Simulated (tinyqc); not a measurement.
# Minority carriers and saturation current of a heavily doped emitter: effect of the contact

n-type, parabolic bands, full ionisation. eta = (EF - Ec)/kB T solves N = Nc F12(eta), F12(x) = (2/sqrt(pi)) int_0^infinity sqrt(u)/(1 + exp(u - x)) du. The gap shrinks rigidly by dEg = a3 y^(1/3) + a4 y^(1/4) + a2 y^(1/2), y = N/1e18 cm^-3, an empirical law that is here taken as the true narrowing.

ni = sqrt(Nc Nv) exp(-Eg/(2 Vt)), Eg in volts; degeneracy factor g = F12(eta) exp(-eta); nie^2 = ni^2 exp(dEg/kB T) g, p0 = nie^2/N; apparent narrowing dEg + kB T ln g. 1/tau = Cn N^2 + 1/ts, D = mup Vt, L = sqrt(D tau); J0 = (q p0 D/L)(s + tanh(W/L))/(1 + s tanh(W/L)), s = S L/D; the share recombining inside is 1 - 1/[cosh(W/L)(1 + tanh(W/L)/s)].

Parameters, values chosen for the exercise; band and dielectric values close to those of germanium: temperature T = 300 K; band gap Eg = 0.652 eV; conduction-band density of states at 300 K Nc = 1.04e19 cm^-3; valence-band density of states at 300 K Nv = 6.05e18 cm^-3; ionised donor density N = 1.4e19 cm^-3; coefficient of (N/1e18)^(1/3) a3 = 10.1 meV; coefficient of (N/1e18)^(1/4) a4 = 2.1 meV; coefficient of (N/1e18)^(1/2) a2 = 2 meV; minority-hole mobility mup = 190 cm^2/(V s); Auger coefficient Cn = 3.3e-31 cm^6/s; defect lifetime ts = 8.4 us; emitter width W = 510 nm.

Constants: q = 1.602176634e-19 C, kB = 1.380649e-23 J/K, Vt = kB T/q. Results are converted to the units shown.

Result of one run:
```
S (cm/s)  J0 (fA/cm^2)  share inside (%)
80            6.7383e7            97.651
```

What becomes of these results when the recombination velocity at the contact S is changed from 80 to 340 cm/s, all else the same?

Result of the changed run:
```
S (cm/s)  J0 (fA/cm^2)  share inside (%)
340           7.2423e7            90.735
```

The whole series:
```
S (cm/s)  J0 (fA/cm^2)  share inside (%)
80            6.7383e7            97.651
340           7.2423e7            90.735
1500          9.4589e7            69.069
6200          1.7932e8            35.620
26000         4.6540e8            12.667
1.1e5         1.0717e9            4.5274
4.8e5         1.6425e9            2.3562
2.1e6         1.8784e9            1.8442
8.8e6         1.9417e9            1.7280
```

J0 rises from 6.74e7 to 1.94e9 fA/cm^2, between the limits q p0 (D/L) tanh(W/L) = 6.58e7 and q p0 (D/L) coth(W/L) = 1.96e9; W/L = 0.19, so passivating the contact can gain at most a factor of 29.8.

Range of the model: Band tails, non-parabolic bands and incomplete ionisation are left out.

tinyqc, about 0.01 s, one thread, Intel Xeon 2.30GHz (shared host): `OMP_NUM_THREADS=1 python tinyqc.py 2330156 2330157 out.jsonl`
